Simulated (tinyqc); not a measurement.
Worked calculation: precursor delivery by bubblers, mass-transport growth and the solid composition of a III-V alloy. Computed by tinyqc, a small Python program that keeps every step. Command: `OMP_NUM_THREADS=1 python tinyqc.py 3001805 3001806 out.jsonl movpe_thermo walk`. One thread of a shared host (Intel(R) Xeon(R) Processor @ 2.30GHz), about 0.01 s of CPU time with the checks. Intermediate numbers are printed to about 6 digits and carried at full precision; extremes and crossings named in words are read from the listed rows.

1 sccm = 44.615 micromol/min; 1 torr = 133.322 Pa. The sources decompose fully at the surface.

Inputs (values chosen for the exercise, modelled on triethylgallium (source 1) and trimethylindium (source 2) for the vapour pressures):
```
quantity,value,unit
bath temperature T1,296,K
bath temperature T2,297,K
bubbler pressure p_b,400,torr
carrier flow F1,160,sccm
carrier flow F2,190,sccm
total flow F_t,3.7,slm
group-V flow F_V,33,sccm
reactor pressure p,40,torr
growth temperature T,930,K
diffusivity at 273 K and 760 torr,0.45,cm^2/s
flow cross-section A,26,cm^2
distance from the leading edge z,9.5,cm
lattice constant a,5.78,angstrom
interaction L0 of the solid,19.4,kJ/mol
"log10 of p_B,eq over pure BC at 1000 K and 1 torr of group V (exaggerated: liquid indium has about -4.1)",-3.1,log10 torr
enthalpy of that equilibrium H,321,kJ/mol
```

Alloy: mixing on the group-III sites, with desorption of B.

constants a, b of source 1 (log10 torr, K): [8.065, 2162]

constants a, b of source 2 (log10 torr, K): [10.52, 3014]

Constants: k_B = 1.380649e-23 J/K; R = 8.314462618 J/(mol K).

## Bubblers

log10 p_v = a - b/T_bath; molar flow = F x 44.615 x p_v/(p_b - p_v) for a saturated bubbler.

vapour pressure 1 = 5.76695 torr

molar flow 1 = 104.422 micromol/min

vapour pressure 2 = 2.35425 torr

molar flow 2 = 50.1869 micromol/min

One kelvin of bath error changes flow 1 by 5.8 % and flow 2 by 7.9 %.

## Partial pressures in the reactor

p_i = p n_i/(44615 F_t), F_t in slm; p_V = p F_V/(1000 F_t), counted per molecule supplied; V/III = 44.615 F_V/(n1 + n2); vapour fraction of source 2 = n2/(n1 + n2).

p_1 = 0.0253030 torr

p_2 = 0.0121609 torr

p_V = 0.356757 torr

V/III ratio = 9.52268

vapour fraction of source 2 = 0.324604

Caution: so low a V/III ratio is near the limit of smooth growth.

## Mass transport

Mean velocity u = (F_t/A)(760/p)(T/273); D = D0 (T/273)^1.75 (760/p); boundary layer delta = sqrt(pi D z/u); flux = D dp/(delta k_B T); growth rate = flux x a^3/4.

velocity u = 153.515 cm/s

D = 73.0343 cm^2/s

boundary layer delta = 3.76812 cm

growth rate per torr of group III = 349.755 micrometre/(h torr)

Caution: the boundary layer is a quarter or more of the root of the cross-section, so it fills much of the channel and depletion along the flow matters.

## Solid composition

A sticks fully. B desorbs: its surface pressure is p_B* = x gamma_B K/sqrt(p_V), ln gamma_B = L0 (1 - x)^2/(R T), K = 10^(log10 K at 1000 K) exp[-(H/R)(1/T - 1/1000)], p_V in torr. With equal diffusivities x = (p_2 - p_B*)/(p_1 + p_2 - p_B*). Growth rate = rate per torr x p_1/(1 - x).

K/sqrt(p_V) = 7.27415e-05 torr

solid fraction x = 0.323264

share of B incorporated, 1 - p_B*/p_2 = 0.993899

growth rate = 13.0772 micrometre/h

Desorption is negligible: the solid copies the vapour. Caution: x lies inside the spinodal of the bulk alloy, 2 L0 x (1 - x) > R T; only kinetics or coherency strain keep such a layer uniform.

## Incorporation against temperature

A sticks fully. B desorbs: its surface pressure is p_B* = x gamma_B K/sqrt(p_V), ln gamma_B = L0 (1 - x)^2/(R T), K = 10^(log10 K at 1000 K) exp[-(H/R)(1/T - 1/1000)], p_V in torr. With equal diffusivities x = (p_2 - p_B*)/(p_1 + p_2 - p_B*).

At fixed flows:
```
T (K),K/sqrt(p_V) (torr),x,"share of B incorporated, 1 - p_B*/p_2"
915,3.68319e-05,0.323914,0.996853
958,2.44752e-04,0.320222,0.980139
998,1.23087e-03,0.303000,0.904509
1027,3.66962e-03,0.259165,0.727879
1061,1.22405e-02,0.129593,0.309787
1094,3.66849e-02,0.042584,0.092545
1132,1.19943e-01,0.013246,0.027930
1189,6.15243e-01,0.002792,0.005825
```

x equals the vapour fraction 0.325 while gamma_B K/sqrt(p_V) is small against p_1 + p_2 = 0.037 torr and falls once it is not. Between the last rows the apparent energy R d ln x/d(1/T) is 306 kJ/mol, against H = 321. Caution: rows with 2 L0 x (1 - x) > R T lie inside the spinodal of the bulk alloy.

Checks made by the program: the sensitivity to the bath against a difference (relative difference below 1e-10).
